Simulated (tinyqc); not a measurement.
Self-heating of a transistor with one or more fingers, with temperature-dependent conductivity: one step, computed by the program tinyqc.

N long parallel fingers lie on the top face of a slab whose bottom is held at T_0; the top is otherwise insulated, and heat flows in two dimensions. P in W/mm is 1000 P in W/m.

Task: Linear temperature rise of each finger. theta_i = (P/(pi kappa_0)) [g_0 + sum over j != i of g(|i - j| s)], with equal powers and constant conductivity; thermal resistance = largest theta/P.

Inputs (values chosen for the exercise, modelled on gallium nitride): conductivity at the base temperature kappa_0 = 186 W/(m K); power per gate width P = 6.2 W/mm; fingers N = 6.

Power: power rises with temperature.

own factor g_0 = 6.651107

g(j s), j = 1..7: 1.671899  1.013445  0.662254  0.444058  0.300943  0.204917  0.139832

Give: theta of each finger; largest theta; thermal resistance.

Result:

theta of each finger (K): 114.0  128.5  134.6  134.6  128.5  114.0

largest theta = 134.6 K

thermal resistance = 21.71 K mm/W

The neighbours supply 48 % of the rise of the hottest finger, which runs 20.6 K above the outer ones.
